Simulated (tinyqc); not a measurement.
Worked calculation: plane-wave Kohn-Sham cycle with exchange-only LDA in a layered model solid. One step of it, computed by the program tinyqc.

Problem. Iteration 2: potential. V_H(G) = 4 pi rho(G)/G^2 for G != 0 (uniform background); v_x = -(3 rho/pi)^(1/3); V = V_ext + V_H + v_x; Fourier components f(G_m) = (1/N) sum_j f(x_j) exp(-i G_m x_j).

A solid whose potential varies along x alone (atomic units):
```
parameter                      value
period a                   15.900000
cross-section of the cell  28.000000
electrons per cell                 4
grid points                       16
plane waves -n..n, n               2
k points                           1
V1 in V1 cos(2 pi x/a)     -0.620000
V2 in V2 cos(4 pi x/a)     -0.090000
```

density after iteration 1 (e/bohr^3): 0.01209268  0.01243088  0.01236252  0.01060995  0.00808341  0.00657184  0.00629564  0.00632623  0.00630199  0.00632623  0.00629564  0.00657184  0.00808341  0.01060995  0.01236252  0.01243088

Give: Potentials on the grid; V(G_m), m = 0, 1, 2, ....

Solution.

Potentials on the grid (hartree):
```
x        V_ext     V_H     v_x       V
0.000   -0.710   0.292  -0.226  -0.644
0.994   -0.636   0.273  -0.228  -0.592
1.988   -0.438   0.211  -0.228  -0.456
2.981   -0.174   0.108  -0.216  -0.282
3.975    0.090  -0.013  -0.198  -0.121
4.969    0.301  -0.124  -0.184  -0.008
5.963    0.438  -0.207  -0.182   0.049
6.956    0.509  -0.257  -0.182   0.070
7.950    0.530  -0.273  -0.182   0.075
8.944    0.509  -0.257  -0.182   0.070
9.938    0.438  -0.207  -0.182   0.049
10.931   0.301  -0.124  -0.184  -0.008
11.925   0.090  -0.013  -0.198  -0.121
12.919  -0.174   0.108  -0.216  -0.282
13.912  -0.438   0.211  -0.228  -0.456
14.906  -0.636   0.273  -0.228  -0.592
```

V(G_m), m = 0, 1, 2, ... (hartree): -0.203  -0.179  -0.041  0.000  0.000
